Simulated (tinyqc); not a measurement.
Grain growth, pinning, strength and diffusional creep of a polycrystal or thin film: one step, computed by the program tinyqc.

One mean grain size d describes the structure.

Task: Diffusional creep at T_c. Nabarro-Herring rate = 14 sigma Omega D_l/(k_B T d^2), D_l = D0 exp(-Q_l/(k_B T)); Coble rate = 14 pi sigma Omega delta D_b/(k_B T d^3), delta D_b = delta D0b exp(-Q_b/(k_B T)); they are equal at d_x = pi delta D_b/D_l.

Inputs (values chosen for the exercise, modelled on copper):
```
quantity                         value        unit
atomic volume Omega              11.81  angstrom^3
anneal temperature T               621           K
lattice diffusion energy Q_l      2.09          eV
boundary diffusion energy Q_b    0.967          eV
lattice prefactor D0           1.2e-05       m^2/s
boundary prefactor delta D0b   8.8e-15       m^3/s
applied stress sigma                99         MPa
service temperature T_c            516           K
```

grain size d = 136.8026 nm

Constants: k_B = 1.380649e-23 J/K; k_B = 8.617333262e-05 eV/K.

Give: Nabarro-Herring rate; Coble rate; crossover size d_x; time to 1 % strain.

Result:

Nabarro-Herring rate = 5.691e-12 1/s

Coble rate = 0.008911 1/s

crossover size d_x = 2.142e+08 micrometre

time to 1 % strain = 1.122 s

Boundary diffusion carries the creep, by a factor 1.6e9. Caution: sigma Omega is not small against k_B T, as the linear creep laws assume.
